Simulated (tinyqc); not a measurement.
# From molar flow 2 back to bubbler pressure p_b

Model: precursor delivery by bubblers, mass-transport growth and the solid composition of a III-V alloy. Computed by tinyqc, a small Python program. Command: `OMP_NUM_THREADS=1 python tinyqc.py 3001402 3001403 out.jsonl movpe_thermo inv`. One thread of a shared host (Intel(R) Xeon(R) Processor @ 2.30GHz), about 0.01 s of CPU time with the checks.

1 sccm = 44.615 micromol/min; 1 torr = 133.322 Pa. The sources decompose fully at the surface.

Inputs (values chosen for the exercise, modelled on trimethylgallium (source 1) and trimethylindium (source 2) for the vapour pressures):
```
quantity,value,unit
bath temperature T1,267,K
bath temperature T2,306,K
carrier flow F1,2.3,sccm
carrier flow F2,220,sccm
```

constants a, b of source 1 (log10 torr, K): [8.083, 1703]

constants a, b of source 2 (log10 torr, K): [10.56, 3014]

Method. log10 p_v = a - b/T_bath; molar flow = F x 44.615 x p_v/(p_b - p_v) for a saturated bubbler.

Problem. A run gave the result below. Find the bubbler pressure p_b, known to lie between 930 and 1900 torr.

molar flow 2 = 32.44113 micromol/min

Solution.

Each step takes the trial c = (a f_b - b f_a)/(f_b - f_a), f being the result less the target and a, b, c the logarithms of the listed values; c replaces end b, the old b replaces a if the sign of f changed, and otherwise f_a is halved.

Scan of the range:
```
bubbler pressure p_b (torr),molar flow 2 (micromol/min)
930,54.4692
1050,48.2136
1180,42.8787
1330,38.0240
1500,33.6998
1690,29.8995
1900,26.5859
```

False position (Illinois rule, in the logarithm of the input) inside the bracket:
```
step,end a,end b,trial,molar flow 2 (micromol/min)
1,1500.00,1690.00,1560.44,32.3903
2,1500.00,1560.44,1555.84,32.4864
3,1560.44,1555.84,1558.00,32.4411
4,1555.84,1558.00,1558.00,32.4411
```

Molar flow 2 falls at every point of a 13-point scan of the range (every second point is shown), so one value fits; it is bracketed by 1500 and 1690. Answer: bubbler pressure p_b = 1558 torr.
